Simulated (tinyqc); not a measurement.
Step height from the transmission.

Problem. A single step up from edge 0 (mass mL) to edge U (mass mS) transmits T(E) = 4 vL vR/(vL + vR)^2 with v = k/m, k = sqrt(m (E - edge)/C), C = hbar^2/(2 m0). It is known that vR < vL. Find vR/vL and U.

Parameters, values chosen for the exercise: mass in the left lead mL = 0.053 m0; electron energy E = 0.564 eV; mass beyond the step mS = 0.07 m0.

T(E) = 0.96251780

Answer. The reflection amplitude is sqrt(1 - T(E)) = (1 - y)/(1 + y) with y = vR/vL < 1, and y^2 = (E - U) mL/(E mS).

vR/vL = 0.6756
U = 0.2240 eV

Numbers from tinyqc (`OMP_NUM_THREADS=1 python tinyqc.py 2560014 2560015 out.jsonl`; about 0.01 s on one thread of a shared Intel Xeon 2.30GHz).
